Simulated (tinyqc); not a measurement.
Inside a calculation. Method: sp3 tight binding, zinc-blende lattice. Computed by tinyqc, a small Python program that keeps every step. Command: `OMP_NUM_THREADS=1 python tinyqc.py 31347 31348 out.jsonl` (the two numbers bound the seeds that draw the settings). One thread of a shared host (Intel(R) Xeon(R) Processor @ 2.60GHz), about 0.01 s of CPU time with the checks.

## Bloch Hamiltonian at k

Parameters chosen for this model: zinc-blende lattice, anion at 0, cation at a/4 (1,1,1); V = eta hbar^2 / (m d^2), hbar^2/m = 7.619964 eV angstrom^2:
```
parameter          value      unit
a               4.880000  angstrom
d               2.113102  angstrom
Es anion      -16.050000        eV
Ep anion       -7.210000        eV
Es cation     -13.150000        eV
Ep cation      -5.690000        eV
eta ss         -1.400000
eta sp          1.840000
eta pp sigma    3.240000
eta pp pi      -0.810000
V ss           -2.389131        eV
V sp            3.140001        eV
V pp sigma      5.529133        eV
V pp pi        -1.382283        eV
```

k point k (2 pi / a): -0.7600  0.7300  0.5400

Slater-Koster rules over the four bonds with direction cosines (l, m, n): ss V_ss; s-px l V_sp; px-s -l V_sp; px-px l^2 V_pps + (1 - l^2) V_ppp; px-py l m (V_pps - V_ppp); each times exp(i k.d).

H(k) at k (eV):
```
                  a s            a px             a py             a pz
a s          -16.0500          0.0000           0.0000           0.0000
a px           0.0000         -7.2100           0.0000           0.0000
a py           0.0000          0.0000          -7.2100           0.0000
a pz           0.0000          0.0000           0.0000          -7.2100
c s   -0.9574+6.0746i  1.8250-1.8348i  -2.0812+1.6089i  -4.0637+0.8240i
c px  -1.8250+1.8348i  0.3693-2.3430i   5.1642-1.0472i   2.6448-2.0446i
c py   2.0812-1.6089i  5.1642-1.0472i   0.3693-2.3430i  -2.3192+2.3317i
c pz   4.0637-0.8240i  2.6448-2.0446i  -2.3192+2.3317i   0.3693-2.3430i

                  c s             c px             c py             c pz
a s   -0.9574-6.0746i  -1.8250-1.8348i   2.0812+1.6089i   4.0637+0.8240i
a px   1.8250+1.8348i   0.3693+2.3430i   5.1642+1.0472i   2.6448+2.0446i
a py  -2.0812-1.6089i   5.1642+1.0472i   0.3693+2.3430i  -2.3192-2.3317i
a pz  -4.0637-0.8240i   2.6448+2.0446i  -2.3192-2.3317i   0.3693+2.3430i
c s          -13.1500           0.0000           0.0000           0.0000
c px           0.0000          -5.6900           0.0000           0.0000
c py           0.0000           0.0000          -5.6900           0.0000
c pz           0.0000           0.0000           0.0000          -5.6900
```

## Levels at k

Diagonalise the Hermitian matrix.

eigenvalues (eV): -22.4922  -16.0850  -13.0126  -12.5162  -4.5340  -1.0659  0.0884  1.7175

weights |c|^2 of the basis functions:
```
      band 1  band 2  band 3  band 4  band 5  band 6  band 7  band 8
a s   0.5666  0.1187  0.0015  0.0213  0.2514  0.0138  0.0003  0.0264
a px  0.0049  0.1390  0.3225  0.0541  0.0566  0.0413  0.2118  0.1698
a py  0.0064  0.1376  0.2247  0.1586  0.0423  0.0421  0.2297  0.1585
a pz  0.0206  0.1215  0.0089  0.3241  0.0965  0.3298  0.0000  0.0986
c s   0.3493  0.1993  0.0024  0.0325  0.3724  0.0128  0.0003  0.0310
c px  0.0092  0.1095  0.2485  0.0426  0.0591  0.0580  0.2683  0.2048
c py  0.0112  0.1029  0.1843  0.1180  0.0443  0.0585  0.2895  0.1914
c pz  0.0317  0.0717  0.0072  0.2486  0.0775  0.4438  0.0000  0.1195
```

## Bloch Hamiltonian at G

k point G (2 pi / a): 0  0  0

As before.

H(k) at G (eV):
```
           a s     a px     a py     a pz       c s     c px     c py     c pz
a s   -16.0500   0.0000   0.0000   0.0000   -9.5565   0.0000   0.0000   0.0000
a px    0.0000  -7.2100   0.0000   0.0000    0.0000   3.6861   0.0000   0.0000
a py    0.0000   0.0000  -7.2100   0.0000    0.0000   0.0000   3.6861   0.0000
a pz    0.0000   0.0000   0.0000  -7.2100    0.0000   0.0000   0.0000   3.6861
c s    -9.5565   0.0000   0.0000   0.0000  -13.1500   0.0000   0.0000   0.0000
c px    0.0000   3.6861   0.0000   0.0000    0.0000  -5.6900   0.0000   0.0000
c py    0.0000   0.0000   3.6861   0.0000    0.0000   0.0000  -5.6900   0.0000
c pz    0.0000   0.0000   0.0000   3.6861    0.0000   0.0000   0.0000  -5.6900
```

## Levels at G

As before.

eigenvalues (eV): -24.2659  -10.2136  -10.2136  -10.2136  -4.9341  -2.6864  -2.6864  -2.6864

## Bands along a path

The same steps at evenly spaced points between the labelled ones.

Bands along the path (eV):
```
k           band 1    band 2    band 3    band 4   band 5   band 6   band 7   band 8
L         -21.4051  -18.3013  -12.9453  -12.9453  -5.1351   0.0453   0.0453   2.7415
L-G 0.25  -22.1728  -17.0451  -12.6213  -12.6213  -5.0257  -0.2787  -0.2787   2.1436
L-G 0.50  -23.2593  -14.5494  -11.7582  -11.7582  -4.7886  -1.1418  -1.1418   0.4972
L-G 0.75  -24.0046  -11.7826  -10.7242  -10.7242  -4.6919  -2.1758  -2.1758  -1.6209
G         -24.2659  -10.2136  -10.2136  -10.2136  -4.9341  -2.6864  -2.6864  -2.6864
G-X 0.25  -23.9150  -11.4110  -11.4110  -11.3013  -4.2929  -2.5908  -1.4890  -1.4890
G-X 0.50  -22.8850  -13.6049  -13.5091  -13.5091  -3.2605  -2.3495   0.6091   0.6091
G-X 0.75  -21.2697  -16.1810  -15.1132  -15.1132  -2.5667  -2.0826   2.2132   2.2132
X         -19.7816  -18.0162  -15.6965  -15.6965  -2.3438  -1.9584   2.7965   2.7965
X-W 0.25  -19.7816  -18.0162  -15.6965  -15.6965  -2.3438  -1.9584   2.7965   2.7965
X-W 0.50  -19.7816  -18.0162  -15.6965  -15.6965  -2.3438  -1.9584   2.7965   2.7965
X-W 0.75  -19.7816  -18.0162  -15.6965  -15.6965  -2.3438  -1.9584   2.7965   2.7965
W         -19.7816  -18.0162  -15.6965  -15.6965  -2.3438  -1.9584   2.7965   2.7965
```

With 4 band(s) filled, the highest filled level on these points lies at G and the lowest empty one at L: a gap of 5.0785 eV, indirect.
